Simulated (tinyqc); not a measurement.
On-chip interconnect, size-dependent resistivity and RC delay: one step of the calculation.

A rectangular line between two neighbours and two ground planes. Surface and grain-boundary scattering are added to the bulk resistivity as corrections; capacitances are parallel-plate values without fringing; inductance is ignored.

Task. Resistivity, resistance and capacitance per length. Metal width x = wd - 2 tl, height y = AR wd - tl; grain boundaries (Mayadas-Shatzkes): al = (lam/(gr x)) Rg/(1 - Rg), g = 1/[1 - 3 al/2 + 3 al^2 - 3 al^3 ln(1 + 1/al)] - 1; surfaces (Fuchs-Sondheimer, thick limit): s = (3/8) lam (1 - ps)(1/x + 1/y); rho = rho0 (1 + g + s); r = rho/(x y); c = eps0 ek (2 wd/hd + 2 Mf AR wd/sp).

Inputs (values chosen for the exercise); metal values close to those of cobalt: bulk resistivity rho0 = 6.05 uohm cm; bulk mean free path lam = 12 nm; specular share of surface scattering ps = 0; reflection coefficient of grain boundaries Rg = 0.19; grain size over the metal width gr = 2; drawn line width wd = 66 nm; aspect ratio, height over width AR = 2.2; liner on both walls and the bottom, not conducting tl = 1 nm; space to the neighbouring lines sp = 79 nm; dielectric height to the planes above and below hd = 130 nm; relative permittivity of the dielectric ek = 3; Miller factor of the neighbours Mf = 2.

Constants: eps0 = 8.8541878128e-12 F/m. Results are converted to the units shown.

Give: x; y; al; g; s; rho; r; c.

Result.

x = 64.000 nm
y = 144.20 nm
al = 0.021991
g = 0.032693
s = 0.10152
rho = 6.8620 uohm cm
r = 7.4354 ohm/um
c = 0.22226 fF/um

Numbers from tinyqc (`OMP_NUM_THREADS=1 python tinyqc.py 2100038 2100039 out.jsonl`; about 0.01 s on one thread of a shared Intel Xeon 2.30GHz).
